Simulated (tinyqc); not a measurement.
Hueckel theory of the pi electrons with the omega technique, for the molecule C=C1C=CC=CC(Cl)=N1 (SMILES; centres numbered as the heavy atoms are written), step by step. One step of it, computed by the program tinyqc.

Question. Omega technique, round 1. h_r = h_r(0) + omega q_r, omega = 1, with q_r = z_r - P_rr; 0.3 of the old diagonal is kept.

Hueckel matrix in units of beta (H = alpha + beta A), lower triangle:
```
           1C        2C        3C        4C        5C        6C        7C       8Cl
1C   0.000000
2C   1.000000  0.000000
3C   0.000000  1.000000  0.000000
4C   0.000000  0.000000  1.000000  0.000000
5C   0.000000  0.000000  0.000000  1.000000  0.000000
6C   0.000000  0.000000  0.000000  0.000000  1.000000  0.000000
7C   0.000000  0.000000  0.000000  0.000000  0.000000  1.000000  0.000000
8Cl  0.000000  0.000000  0.000000  0.000000  0.000000  0.000000  0.400000  2.000000
9N   0.000000  1.000000  0.000000  0.000000  0.000000  0.000000  1.000000  0.000000

          9N
9N  0.500000
```

charge and bond-order matrix P, lower triangle:
```
            1C         2C         3C         4C         5C         6C        7C        8Cl
1C    1.297903
2C    0.774913   0.956404
3C   -0.083403   0.442733   0.883206
4C   -0.332180   0.043948   0.766694   0.970201
5C    0.127351  -0.081736   0.130942   0.529328   0.872190
6C    0.250443  -0.088487  -0.319103   0.032931   0.738958   0.992721
7C   -0.215837   0.006905  -0.186498  -0.109473   0.153463   0.527199  0.813290
8Cl   0.036396  -0.013544   0.039967   0.018878  -0.045999  -0.049492  0.157895   1.978215
9N   -0.258097   0.430027   0.200548  -0.073517  -0.302832  -0.006172  0.738458  -0.100688

          9N
9N  1.235871
```

Centres:
```
centre  z_r, pi electrons of the neutral centre         h
1C                                            1  0.000000
2C                                            1  0.000000
3C                                            1  0.000000
4C                                            1  0.000000
5C                                            1  0.000000
6C                                            1  0.000000
7C                                            1  0.000000
8Cl                                           2  2.000000
9N                                            1  0.500000
```

Give: matrix after round 1.

Answer.

matrix after round 1, lower triangle:
```
          1C      2C      3C      4C      5C      6C      7C     8Cl
1C   -0.2085
2C    1.0000  0.0305
3C    0.0000  1.0000  0.0818
4C    0.0000  0.0000  1.0000  0.0209
5C    0.0000  0.0000  0.0000  1.0000  0.0895
6C    0.0000  0.0000  0.0000  0.0000  1.0000  0.0051
7C    0.0000  0.0000  0.0000  0.0000  0.0000  1.0000  0.1307
8Cl   0.0000  0.0000  0.0000  0.0000  0.0000  0.0000  0.4000  2.0152
9N    0.0000  1.0000  0.0000  0.0000  0.0000  0.0000  1.0000  0.0000

        9N
9N  0.3349
```
